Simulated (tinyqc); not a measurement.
Inside a calculation. Method: tight binding, dimerised chain. Computed by tinyqc, a small Python program that keeps every step. Settings: t1 = 0.92, t2 = 1.48, delta = 0, points = 8, cells = 4. Command: `OMP_NUM_THREADS=1 python tinyqc.py 20377 20378 out.jsonl` (the two numbers bound the seeds that draw the settings). One thread of a shared host (Intel(R) Xeon(R) Processor @ 2.60GHz), about 0.01 s of CPU time with the checks.

## Bloch Hamiltonian at k

Parameters chosen for this model:
```
parameter     value                      unit
t1         0.920000       eV, inside the cell
t2         1.480000         eV, between cells
delta             0  eV, +/- on the two sites
```

k point k (2 pi / a): 0.2700

H_AA = +delta, H_BB = -delta, H_AB = -t1 - t2 exp(-i k a).

H(k) at k (eV):
```
                 A                B
A           0.0000  -0.7345+1.4683i
B  -0.7345-1.4683i           0.0000
```

## Levels at k

Diagonalise the Hermitian matrix.

eigenvalues (eV): -1.6418  1.6418

weights |c|^2 of the basis functions:
```
   band 1  band 2
A  0.5000  0.5000
B  0.5000  0.5000
```

## Bloch Hamiltonian at X

k point X (2 pi / a): 0.5000

As before.

H(k) at X (eV):
```
        A       B
A  0.0000  0.5600
B  0.5600  0.0000
```

## Levels at X

As before.

eigenvalues (eV): -0.5600  0.5600

weights |c|^2 of the basis functions:
```
   band 1  band 2
A  0.5000  0.5000
B  0.5000  0.5000
```

## Bands along a path

The same steps at evenly spaced points between the labelled ones.

Bands along the path (eV):
```
k          band 1  band 2
G         -2.4000  2.4000
G-X 0.25  -2.2276  2.2276
G-X 0.50  -1.7426  1.7426
G-X 0.75  -1.0541  1.0541
X         -0.5600  0.5600
```

With 1 band(s) filled, the highest filled level on these points lies at X and the lowest empty one at X: a gap of 1.1200 eV, direct.

## Berry (Zak) phase of the lower band

On 8 points k_j = j/N: phase = -Im ln of the product of <u_j|u_(j+1)>, closed with u_N = u_0 (the cell-periodic part is taken without the site positions). Single arguments depend on the phases chosen for the u_j; only their sum modulo 2 pi does not.

Overlaps:
```
j  |<u_j|u_j+1>|  argument (rad)
0         0.9703         -0.2445
1         0.9657         -0.2628
2         0.9433         -0.3382
3         0.7483          2.4163
4         0.7483          2.4163
5         0.9433         -0.3382
6         0.9657         -0.2628
7         0.9703         -0.2445
```

phase / pi, folded into (-1, 1] = 1.0000

## Open chain of 4 cells

H of the open chain (eV), lower triangle:
```
         1        2        3        4        5        6        7       8
1   0.0000
2  -0.9200   0.0000
3   0.0000  -1.4800   0.0000
4   0.0000   0.0000  -0.9200   0.0000
5   0.0000   0.0000   0.0000  -1.4800   0.0000
6   0.0000   0.0000   0.0000   0.0000  -0.9200   0.0000
7   0.0000   0.0000   0.0000   0.0000   0.0000  -1.4800   0.0000
8   0.0000   0.0000   0.0000   0.0000   0.0000   0.0000  -0.9200  0.0000
```

The same hoppings without the wrap-around bond.

levels (eV): -2.2558  -1.8409  -1.2079  -0.1428  0.1428  1.2079  1.8409  2.2558

weights of the highest filled level on the sites: 0.3310  0.0080  0.1218  0.0392  0.0392  0.1218  0.0080  0.3310

The bulk gap runs from -0.5600 to 0.5600 eV; 2 level(s) of this chain lie inside it: end states, which need the weaker bond inside the cell and a chain longer than their decay length.
